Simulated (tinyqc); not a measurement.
Hot carriers by balance equations with a heated Maxwellian. Inputs raised by 10 %, one at a time. Computed by tinyqc, a small Python program. Command: `OMP_NUM_THREADS=1 python tinyqc.py 3008124 3008125 out.jsonl hot sens`. One thread of a shared host (Intel(R) Xeon(R) Processor @ 2.30GHz), about 0.08 s of CPU time with the checks.

The carriers follow a Maxwellian at an electron temperature T_e, slightly displaced; the drift energy is neglected against k_B T_e. The balance averages the rate, not the time, so mu_0 lies below the relaxation-time value.

Inputs (values chosen for the exercise, modelled on holes in silicon):
```
quantity                                          value       unit
effective mass m                                  0.499        m_0
density rho                                        2329     kg/m^3
sound velocity v_l                                 8970        m/s
acoustic deformation potential D_A                  5.7         eV
phonon energy hbar w                               64.9        meV
optical or intervalley deformation potential D_o     10  1e8 eV/cm
final valleys Z_f                                     1          -
lattice temperature T                               250          K
electric field F                                   0.42      kV/cm
mixing                                              0.3          -
iteration cap                                       300          -
```

Band: parabolic. Solver: damped fixed point.

Constants: k_B = 8.617333262e-05 eV/K; k_B = 1.380649e-23 J/K; e = 1.602176634e-19 C; hbar = 1.054571817e-34 J s; m_0 = 9.1093837015e-31 kg; hbar = 6.582119569e-16 eV s.

Method:
- Parabolic band: E = hbar^2 k^2/(2 m), speed v = hbar k/m, states per spin, volume and energy g(E) = m k/(2 pi^2 hbar^2). Masses are multiplied by m_0 and all formulas are in SI units.
- Phonon occupation N_q = 1/(exp(hbar w/(k_B T)) - 1).
- Acoustic deformation potential (elastic, equipartition, absorption and emission together): 1/tau = 2 pi k_B T D_A^2 g(E)/(hbar rho v_l^2).
- Optical or intervalley deformation potential: 1/tau = (pi Z_f D_o^2/(rho w)) [N_q g(E + hbar w) + (N_q + 1) g(E - hbar w)], with g = 0 below the band edge.
- Averages over the Maxwellian, <y> = int y x^(1/2) exp(-x) dx / int x^(1/2) exp(-x) dx with x = E/(k_B T_e), split at x_0 = hbar w/(k_B T_e): 64 Gauss-Legendre points in sqrt(x) below it and 128 in sqrt(x - x_0) above it, up to x = 32. Momentum balance: mu(T_e) = e/(m nu), nu = <x (sum of rates)>/<x>. Power lost per carrier: P(T_e) = hbar w <emission rate - absorption rate> + <(2 m v_l^2/(k_B T)) (E - 2 k_B T) acoustic rate>.
- Energy relaxation time at weak heating: tau_E = (3/2) k_B / (dP/dT_e), the derivative by a central difference of +/- 0.5 K at T_e = T.
- Fixed point: T_out = T + (T_e - T) e mu(T_e) F^2/P(T_e), T_new = T_e + mixing (T_out - T_e).
- Start at T_e = 1.5 T; stop when T_e moves by less than 1e-6 K or exceeds 1e6 K.
- v = mu(T_e) F; warm-carrier coefficient (mu/mu_0 - 1)/F^2.

Runs; columns: (1) input moved; (2) from; (3) to; (4) drift velocity (1e7 cm/s); (5) electron temperature T_e (K); (6) energy relaxation time tau_E (ps); (7) mobility mu(T_e) (cm^2/(V s)):
```
(1)                                                             (2)     (3)      (4)    (5)     (6)   (7)
base run                                                          -       -  0.04488  250.6  0.3878  1069
effective mass m (m_0)                                        0.499  0.5489  0.03540  250.4  0.3358   843
sound velocity v_l (m/s)                                       8970    9867  0.04876  250.6  0.3878  1161
phonon energy hbar w (meV)                                     64.9   71.39  0.05292  250.8  0.4659  1260
optical or intervalley deformation potential D_o (1e8 eV/cm)     10      11  0.04034  250.4  0.3212   960
lattice temperature T (K)                                       250     275  0.03641  275.4  0.3460   867
electric field F (kV/cm)                                       0.42   0.462  0.04934  250.7  0.3878  1068
density rho (kg/m^3)                                           2329  2561.9  0.04934  250.7  0.4266  1175
```

Exponents ln(y'/y) / ln(x'/x):
```
input                                             drift velocity  electron temperature T_e  energy relaxation time tau_E  mobility mu(T_e)
effective mass m                                          -2.490                    -0.007                        -1.513            -2.490
sound velocity v_l                                         0.870                     0.002                         0.000             0.870
phonon energy hbar w                                       1.728                     0.010                         1.925             1.728
optical or intervalley deformation potential D_o          -1.120                    -0.006                        -1.977            -1.120
lattice temperature T                                     -2.196                     0.992                        -1.198            -2.196
electric field F                                           0.994                     0.005                         0.000            -0.006
density rho                                                0.994                     0.005                         1.000             0.994
```

Among the inputs moved here: drift velocity answers most in size to effective mass m (exponent -2.490), next to lattice temperature T (-2.196). Its exponent +0.994 in electric field F: Ohm's law. Electron temperature T_e answers most in size to lattice temperature T (exponent +0.992), next to phonon energy hbar w (+0.010). Its exponent +0.005 in electric field F: the gas is still at the lattice temperature. Energy relaxation time tau_E answers most in size to optical or intervalley deformation potential D_o (exponent -1.977), next to phonon energy hbar w (+1.925); its exponent is below 0.0005 for sound velocity v_l, electric field F. mobility mu(T_e) answers most in size to effective mass m (exponent -2.490), next to lattice temperature T (-2.196).

Caution (all rows): the drift energy m v^2/2 is not small against the heating (3/2) k_B (T_e - T), so T_e - T is rough.
